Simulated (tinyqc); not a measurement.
Segment and feed resistance from two drops.

Inverse problem. A rail is fed at one end through Rq; K loads of Ij follow, each after a segment Rs. The drop at load j is K Ij Rq + Rs Ij sum_(l=1..j) (K - l + 1). Find Rs, Rq and the worst drop, at the middle, if the rail were fed through Rq at both ends: K Ij Rq/2 + Rs Ij K^2/8 with the load taken as continuous.

Parameters, values chosen for the exercise:
- K = 6 (number of equal loads)
- Ij = 2.9 mA (current of each load)

drops at the first and at the last load (mV): [10.092000, 19.662000]

Answer. The difference of the two drops is Rs Ij K (K - 1)/2, which gives Rs; the first drop then gives Rq.

Rs = 0.220 ohm
Rq = 0.360 ohm
drop at the middle with two feeds = 6.00 mV

tinyqc, about 0.06 s, one thread, Intel Xeon 2.30GHz (shared host): `OMP_NUM_THREADS=1 python tinyqc.py 2770172 2770173 out.jsonl`
